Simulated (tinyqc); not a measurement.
# Stacked nanosheet transistor, parasitic resistance, capacitance and delay: several studies

Ns sheets share one contact on top; each has perimeter p = 2 (Ws + ts) and cross-section A = Ws ts; contact width Wc = Ws + 10 nm, stack height Hs = Ns pv. Sheet 1 is the top one. Contact length Lc = CPP - Lg - 2 Lsp, shared by two neighbouring gates. Source and drain sides are equal. The formulas are first-order estimates, not field solutions.

Inputs (values chosen for the exercise); values close to those of silicon logic devices: temperature T = 300 K; number of sheets Ns = 3; sheet width Ws = 12 nm; sheet thickness ts = 5 nm; vertical pitch of the sheets pv = 18 nm; vertical resistance between sheet levels rv = 226 ohm; contacted gate pitch CPP = 51 nm; gate length Lg = 16 nm; spacer length Lsp = 4 nm; relative permittivity of the spacer ks = 4.5; gate height above the channel stack Hc = 20 nm; contact resistivity rc = 3e-9 ohm cm^2; resistivity of the source-drain epitaxy re = 0.00041 ohm cm; current-carrying depth of the epitaxy te = 20 nm; resistivity of the extension rx = 0.00094 ohm cm; gate overlap Lov = 1 nm; inversion capacitance Cinv = 2.9 uF/cm^2; injection velocity vx = 8e6 cm/s; apparent mobility mu = 210 cm^2/(V s); threshold at zero drain voltage VT = 0.19 V; barrier lowering dl = 0.041 V/V; subthreshold factor n = 1.23; wire load Cw = 0.11 fF; supply voltage Vdd = 0.65 V.

Constants: q = 1.602176634e-19 C, kB = 1.380649e-23 J/K, eps0 = 8.8541878128e-12 F/m, Vt = kB T/q. Results are converted to the units shown.

Each table varies one quantity; the others keep the values above.

## Effect of the contacted gate pitch

Epitaxy sheet resistance Rsh = re/te, transfer length LT = sqrt(rc/Rsh), contact Rc = [sqrt(rc Rsh)/Wc] coth(Lc/(2 LT)); extension of one sheet Rx = rx Lsp/A. With N sheets: gate Cg = Cinv p N Lg; per side, plate Cp = ks eps0 [Wc (Hs + Hc) - N A]/Lsp, top fringe Cf = (2/pi) ks eps0 Wc ln(1 + Lg/(2 Lsp)), overlap Co = Cinv p N Lov. One sheet: I = p Q vx u/(1 + |u|^1.8)^(1/1.8), Q = Cinv n Vt ln(1 + exp((Vg' - VT + dl Vd')/(n Vt))), u = Vd' mu/(vx Lg), Vg' = Vgs - v, Vd' = Vds - 2 v, with the drop on each side v_j = Rc sum I + rv (sum over levels k = 2..j of the current of sheets k..Ns) + Rx I_j. Ieff = [I(Vgs = Vdd, Vds = Vdd/2) + I(Vdd/2, Vdd)]/2, total currents. With Cs = Cp + Cf + Co, the load of an inverter of two such devices driving an equal one is CL = 2 (Cg + 2 Cs) + 4 Cs + Cw (own drains counted twice for the Miller effect); delay CL Vdd/(2 Ieff).

The same in every row: Rx/N (ohm) = 208.9; CL (aF) = 348.6.

Results:
```
CPP (nm)	Rc (ohm)	Ieff (uA)	delay (ps)
36	2291	37.01	3.061
42	1543	44.83	2.527
48	1173	49.51	2.288
54	955.2	52.48	2.159
60	812.7	54.49	2.079
66	713.3	55.93	2.026
78	586.3	57.80	1.960
```

Estimate the missing row, CPP = 72 nm.

Computed row:
```
CPP (nm)	Rc (ohm)	Ieff (uA)	delay (ps)
72	640.8	56.99	1.988
```

With this row back in the table: As CPP goes from 36 to 78 nm, Ieff rises from 37.0 to 57.8 uA, CL stays at 349 aF and the delay falls from 3.06 to 1.96 ps. Only the contact length changes, so the capacitance stays and the pitch acts through Rc.

## Effect of the spacer length

Same model as above.

Result of one run:
```
Lsp (nm)	Rc (ohm)	Rx/N (ohm)	Ieff (uA)	CL (aF)	delay (ps)
2	927.4	104.4	54.34	466.3	2.789
```

What becomes of these results when the spacer length Lsp is changed from 2 to 8 nm, all else the same?

Result of the changed run:
```
Lsp (nm)	Rc (ohm)	Rx/N (ohm)	Ieff (uA)	CL (aF)	delay (ps)
8	1465	417.8	43.30	289.1	2.170
```

The whole series:
```
Lsp (nm)	Rc (ohm)	Rx/N (ohm)	Ieff (uA)	CL (aF)	delay (ps)
2	927.4	104.4	54.34	466.3	2.789
3	985.1	156.7	52.79	388.0	2.388
4	1052	208.9	51.15	348.6	2.215
5	1129	261.1	49.40	324.9	2.137
6	1221	313.3	47.53	309.0	2.113
8	1465	417.8	43.30	289.1	2.170
10	1841	522.2	38.27	277.1	2.353
12	2496	626.7	32.12	269.1	2.722
```

As Lsp goes from 2 to 12 nm, Ieff falls from 54.3 to 32.1 uA, CL falls from 466 to 269 aF and the delay goes from 2.79 through a minimum of 2.11 (at Lsp = 6 nm among the rows listed) to 2.72 ps. A thin spacer costs capacitance, a thick one resistance and contact length, hence the minimum. For Lsp = 2 to 3 nm the spacer is under 3.5 nm, where leakage and breakdown between gate and contact would forbid it.

## Effect of the vertical resistance between sheet levels

Same model as above.

The same in every row: Rc (ohm) = 1052; Rx/N (ohm) = 208.9; CL (aF) = 348.6.

Results:
```
rv (ohm)	Ieff (uA)	delay (ps)
0	52.88	2.142
50	52.50	2.158
200	51.35	2.207
400	49.86	2.273
800	47.07	2.407
```

Estimate the missing row, rv = 100 ohm.

Computed row:
```
rv (ohm)	Ieff (uA)	delay (ps)
100	52.11	2.174
```

With this row back in the table: As rv goes from 0 to 800 ohm, Ieff falls from 52.9 to 47.1 uA, CL stays at 349 aF and the delay rises from 2.14 to 2.41 ps.

Numbers from tinyqc (`OMP_NUM_THREADS=1 python tinyqc.py 2170171 2170172 out.jsonl`; about 0.1 s on one thread of a shared Intel Xeon 2.30GHz).
